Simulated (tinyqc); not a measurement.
# Capacitance measurement on a leaky thin oxide: effects of series resistance and leakage, step by step

Numbers from tinyqc (`OMP_NUM_THREADS=1 python tinyqc.py 2022103 2022104 out.jsonl`; about 0.01 s on one thread of a shared Intel Xeon 2.30GHz). Printed values are rounded.

The device is a capacitance C in parallel with a leakage conductance G, in series with Rs and Ls. An impedance meter reports either a parallel pair (Cp, Gp) from Y = 1/Z = Gp + i w Cp or a series pair (Cs, Rm) from Z = Rm + 1/(i w Cs); w = 2 pi f, dissipation D = Gp/(w |Cp|).

Inputs (values chosen for the exercise); values of the order met in thin-oxide MOS capacitors:
```
symbol,value,unit,meaning
eox,7.38,,relative permittivity of the gate insulator (close to silicon nitride)
tox,4.7,nm,insulator thickness
A,100,um^2,gate area
zc,0.6,nm,oxide-equivalent thickness added by the accumulation layer
zp,0,nm,oxide-equivalent thickness added by gate depletion
Jg,0.00018,A/cm^2,"gate leakage current density, not matched to the thickness"
Vs,0.2,V,voltage for an e-fold rise of the leakage
Rs,41,ohm,series resistance
Ls,0,nH,series inductance
f,10000,Hz,measuring frequency
```

Constants: eps0 = 8.8541878128e-14 F/cm where lengths are in cm. Results are converted to the units shown.

## True capacitance and conductance

EOT = 3.9 tox/eox; CET = EOT + zc + zp; C = 3.9 eps0 A/CET; G = Jg A/Vs.

EOT = 2.483740 nm
CET = 3.083740 nm
C = 1.119787 pF
G = 0.0009 uS

## What the meter reports

Z = Rs + i w Ls + 1/(G + i w C).

Z = (0.018182-1.421063i) x 1e7 ohm
Cp = 1.119787 pF
Gp = 9.002029e-4 uS
Cs = 1.119971 pF
D = 0.01279455

Cp is within 0.01 % of C and Cs is 0.016 % above it; G Rs = 3.69e-8, w C Rs = 2.88e-6 and G/(w C) = 0.0128.
